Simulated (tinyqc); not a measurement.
Margin needed against array size.

Cells fail independently with probability Q(k) = erfc(k/sqrt(2))/2 when the margin is k standard deviations, and Y = exp(-Nb Q(k)). phi = exp(-k^2/2)/sqrt(2 pi).  k solves Y = exp(-Nb Q(k)); the estimate is sqrt(2 ln(Nb/(-ln Y))).

Parameters, values chosen for the exercise:

| symbol | value | unit | meaning |
|---|---|---|---|
| Y | 0.974 |  | wanted yield |

Result of one run:
```
allowed Q,k,estimate
7.851e-10,6.037,6.475
```

Which number of cells Nb gave this result: 131072, 2097152, 33554432, 536870912 or 8589934592?

Nb = 33554432.

The whole series:
```
Nb,allowed Q,k,estimate
512,5.145e-5,3.884,4.444
8192,3.216e-6,4.512,5.029
131072,2.010e-7,5.068,5.553
2097152,1.256e-8,5.572,6.032
33554432,7.851e-10,6.037,6.475
536870912,4.907e-11,6.470,6.890
8589934592,3.067e-12,6.877,7.282
```

A 1.68e7-fold larger array raises k only from 3.88 to 6.88; the last factor of 16 costs 0.41 standard deviations. The estimate, which drops the factor 1/(k sqrt(2 pi)) of the tail, is 14 % above k in the first row and 5.9 % above it in the last.

Program tinyqc, `OMP_NUM_THREADS=1 python tinyqc.py 2090147 2090148 out.jsonl`; Intel Xeon 2.30GHz, shared host, one thread, about 0.01 s.
